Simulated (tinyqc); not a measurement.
# Solubility, supersaturation, precipitation and gettering of an impurity in a silicon-like host, step by step

A worked calculation. Computed by tinyqc, a small Python program that keeps every step. Command: `OMP_NUM_THREADS=1 python tinyqc.py 3013483 3013484 out.jsonl ripen walk`. One thread of a shared host (Intel(R) Xeon(R) Processor @ 2.30GHz), about 0.01 s of CPU time with the checks. Intermediate numbers are printed to about 5 digits and carried at full precision; extremes and crossings named in words are read from the listed rows.

The wafer was saturated at T1 and is then held at T.

Inputs (values chosen for the exercise, modelled on gold in silicon):

| quantity | value | unit |
|---|---|---|
| site density N0 | 5e+22 | 1/cm^3 |
| enthalpy of solution H | 1.96 | eV |
| entropy of solution S | 2.7 | k_B |
| diffusion prefactor D0 | 0.00019 | cm^2/s |
| migration energy Q | 1.12 | eV |
| temperature of saturation T1 | 1325 | K |
| anneal temperature T | 965 | K |
| sink density n | 6e+08 | 1/cm^3 |
| initial sink radius r0 | 2.8 | nm |
| impurity density in the precipitate C_p | 4.7e+22 | 1/cm^3 |
| interface energy gamma | 0.78 | J/m^2 |
| anneal time t | 170000 | s |
| wafer thickness w | 775 | micrometre |
| segregation energy E_g | 1.2 | eV |
| segregation prefactor k_0 | 0.0057 | - |
| getter layer thickness t_g | 0.75 | micrometre |

Gettering: segregation gettering in a layer.

Constants: k_B = 8.617333262e-05 eV/K; k_B = 1.380649e-23 J/K.

## Solubility, diffusivity, supersaturation

C_eq(T) = N0 exp(S/k_B - H/(k_B T)); D(T) = D0 exp(-Q/(k_B T)); C0 = C_eq(T1). Supersaturation s = C0/C_eq(T); critical radius r* = 2 gamma/(C_p k_B T ln s); barrier W* = (4 pi/3) gamma r*^2. Strain energy is left out.

C0 = 2.6091e+16 1/cm^3

C_eq(T) = 4.3185e+13 1/cm^3

D(T) = 2.6883e-10 cm^2/s

supersaturation s = 604.18

critical radius r* = 0.38902 nm

W*/(k_B T) = 37.112

Sinks of radius r0 are above r* and grow. Caution: a critical radius of atomic size is outside the capillary model.

## Ham's law for sinks of fixed radius

tau0 = 1/(4 pi n r0 D); C_fixed(t) = C_eq + (C0 - C_eq) exp(-t/tau0). If all excess precipitates, the final radius is r_f = [r0^3 + 3 (C0 - C_eq)/(4 pi n C_p)]^(1/3), with tau_f = 1/(4 pi n r_f D).

tau0 = 1.7620e+06 s

C_fixed(t) = 2.3696e+16 1/cm^3

final radius r_f = 60.417 nm

tau_f = 81658 s

The sinks grow 21.6 times, so the fixed radius underrates the later rate.

## Growing precipitates

Growing sinks: with y = r/r_f and y0 = r0/r_f, dy/dt = (1 - y^3)/(3 tau_f y), which integrates to t/tau_f = F(y) - F(y0), F(y) = (1/2) ln[(1 + y + y^2)/(1 - y)^2] - sqrt(3) arctan[(2y + 1)/sqrt(3)]; the share of the excess left is (1 - y^3)/(1 - y0^3), and C(t) = C_eq + (C0 - C_eq) x share.

radius at t = 55.158 nm

share of the excess left = 0.23909

C(t) with growing sinks = 6.2710e+15 1/cm^3

76.1 % of the excess has precipitated.

## Segregation into a layer on one face

k = k_0 exp(E_g/(k_B T)); in equilibrium the bulk keeps C/C0 = 1/(1 + k t_g/w). For a strong sink on one face the slowest diffusion mode has tau_w = 4 w^2/(pi^2 D), and C/C0 is estimated as c_eq + (1 - c_eq)(8/pi^2) sum over odd m up to 99 of exp(-m^2 t/tau_w)/m^2. Precipitation is left out here.

segregation coefficient k = 10543

equilibrium C/C0 = 0.089264

tau_w = 9.0550e+06 s

mean C/C0 at t = 0.91036

Limited by diffusion: far more is left than the 0.089 that equilibrium would leave.

## The best anneal temperature for the time t

C_eq(T) = N0 exp(S/k_B - H/(k_B T)); D(T) = D0 exp(-Q/(k_B T)); C0 = C_eq(T1). r_f = [r0^3 + 3 (C0 - C_eq)/(4 pi n C_p)]^(1/3), tau_f = 1/(4 pi n r_f D).

Dissolved share after t:

| T (K) | C_eq/C0 | tau_f (s) | C(t)/C0 |
|---|---|---|---|
| 596 | 7.6085e-10 | 3.4136e+08 | 0.99998 |
| 689 | 1.3134e-07 | 1.7983e+07 | 0.99932 |
| 795 | 1.0714e-05 | 1.4540e+06 | 0.97774 |
| 901 | 3.1026e-04 | 2.1247e+05 | 0.68567 |
| 1007 | 4.4235e-03 | 4.6606e+04 | 0.05770 |
| 1113 | 3.8018e-02 | 1.3790e+04 | 0.03803 |
| 1206 | 1.8382e-01 | 5.9194e+03 | 0.18382 |
| 1272 | 4.8907e-01 | 3.9557e+03 | 0.48907 |

The lowest dissolved share among these rows is 0.038 at 1113 K. Above it solubility sets the floor; below it diffusion is too slow for this time. Solubility falls with H = 1.96 eV and diffusion with Q = 1.12 eV.

Checks made by the program: radius against numerical integration (relative difference 2e-10).
